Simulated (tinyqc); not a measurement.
# Heisenberg magnet: exchange from energy differences, ordering vector, linear spin waves and ordering temperature, step by step

A worked calculation. Computed by tinyqc, a small Python program that keeps every step. Command: `OMP_NUM_THREADS=1 python tinyqc.py 3015546 3015547 out.jsonl magnon walk`. One thread of a shared host (Intel(R) Xeon(R) Processor @ 2.30GHz), about 0.03 s of CPU time with the checks. Intermediate numbers are printed to about 6 digits and carried at full precision; extremes and crossings named in words are read from the listed rows.

H = -sum over pairs <ij> J_ij S_i.S_j - K sum_i (S_i^z)^2, each pair once, J > 0 ferromagnetic. First neighbours: 4 at a (1, 0), second: 4 at a (1, 1), with all permutations and signs.

Inputs (values chosen for the exercise, for a model magnet):
```
quantity                 value      unit
exchange J1               14.2       meV
exchange J2                1.2       meV
spin S                       1         -
single-ion anisotropy K    0.1       meV
lattice constant a        4.71  angstrom
mesh divisions n            60         -
temperature T              120         K
```

Lattice: square. Order: ferromagnetic.

wave vector q (2 pi/a): 0.2  0.11

Constants: h x 1 THz = 4.135667696 meV; k_B = 8.617333262e-05 eV/K.

## Energies of ordered states

J(q) = J1 g1(q) + J2 g2(q), g_s(q) = sum over shell s of cos(q.R). A classical spiral or collinear state of wave vector Q has the exchange energy -(S^2/2) J(Q) per site.

States, Q in 2 pi/a:
```
Q             g1  g2  energy (meV/site)
G (0, 0)       4   4              -30.8
X (0.5, 0)     0  -4                2.4
M (0.5, 0.5)  -4   4               26.0
```

The lowest of these is G (0, 0), 33.200 meV per site below X (0.5, 0).

## Back from energy differences to J1 and J2

Subtract the first row of the table from the second and third: dE = -(S^2/2)(dg1 J1 + dg2 J2), two equations for two unknowns, as in mapping total energies onto a spin model.

coefficients:
```
   J1  J2
1   2   4
2   4   0
```

energy differences (meV/site): 33.2  56.8

J1, J2 (meV): 14.2  1.2

## Magnon energy at q

g_s(q) = sum over shell s of cos(q.R), z1 = g1(0). E(q) = S [J(0) - J(q)] + (2S - 1) K, J(q) = J1 g1 + J2 g2. The factor 2S - 1 removes the anisotropy for S = 1/2.

g1(q) = 2.15906

g2(q) = 0.952407

E(q) = 29.8985 meV

frequency = 7.22941 THz

## Long waves and the gap

sum R_x^2 over the shells is s1 = 2 a^2 and s2 = 4 a^2. E = gap + D q^2 with D = (S/2)(J1 s1 + J2 s2) and gap = (2S - 1) K.

stiffness D = 368.256 meV angstrom^2

gap = 0.1 meV

## Dispersion

The formulas are those given above.

Energies (meV); X = (0.5, 0), M = (0.5, 0.5) in 2 pi/a:
```
line  fraction of the way     E(q)  gap + D q^2
G-X                  0.10    1.725        1.738
G-X                  0.25    9.824       10.340
G-X                  0.50   33.300       41.059
G-X                  0.75   56.776       92.257
G-X                  1.00   66.500      163.935
G-M                  0.10    3.338        3.377
G-M                  0.25   19.136       20.579
G-M                  0.50   61.700       82.018
G-M                  0.75   99.464      184.415
G-M                  1.00  113.700      327.771
```

At the end of the G-X rows the long-wave form is 2.47 times the true energy. At the end of the G-M rows the long-wave form is 2.88 times the true energy. It holds to 5 % in 2 of the ten rows; nearer the zone boundary the cosine flattens the band.

## Loss of moment

Mesh: q = sum_i (m_i + 1/2)/n b_i, m_i = 0..n-1, b = [[1, 0], [0, 1]] in 2 pi/a; <..> is the mean over the mesh. n = 1/(exp(E/(k_B T)) - 1); no zero-point loss; thermal loss <n>; moment = S less the losses.

zero-point loss = 0

thermal loss = 0.237074

moment <S^z> = 0.762926

The thermal loss is 23.71 % of S. Caution: with so many magnons their interaction matters and linear theory fails.

## Ordering temperature

K left out. Mean field: k_B T = S (S + 1) J(Q)/3 at the ordering vector Q; random-phase (Tyablikov): k_B T = [S (S + 1)/3] / <1/(J(Q) - J(q))>, which diverges in two dimensions and gives 0; Curie-Weiss theta = S (S + 1) J(0)/(3 k_B).

mean-field ordering temperature = 476.559 K

random-phase ordering temperature = 0 K

Curie-Weiss temperature = 476.559 K

Checks made by the program: the long-wave formula against the dispersion (relative difference 3e-06).
